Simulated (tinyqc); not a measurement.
Film and buried-oxide thickness from two coupling ratios.

Inverse problem. In a depleted film -dVT/dVb is k1 = Cs Cbox/(Cox (Cs + Cbox)) for a front channel and k2 = Cbox (Cox + Cs)/(Cox Cs) for a back channel, with Cox = eps0 eox/tox, Cs = eps0 eps_r/ts, Cbox = 3.9 eps0/tb. Find ts and tb.

Inputs (values chosen for the exercise); band and dielectric values close to those of silicon:
```
symbol,value,unit,meaning
eps_r,11.9,,relative permittivity
eox,3.9,,relative permittivity of the gate insulator (close to silicon dioxide)
tox,1,nm,insulator thickness
```

coupling ratios for a front and a back channel: [0.088351028, 0.44923381]

Solution. With y = Cox/Cs and z = Cox/Cbox, 1/k1 = y + z and k2 = (1 + y)/z, so y = (k2/k1 - 1)/(1 + k2); the thicknesses follow from y and z.

ts = 8.60 nm
tb = 8.50 nm

tinyqc, about 0.6 s, one thread, Intel Xeon 2.30GHz (shared host): `OMP_NUM_THREADS=1 python tinyqc.py 2190144 2190145 out.jsonl`
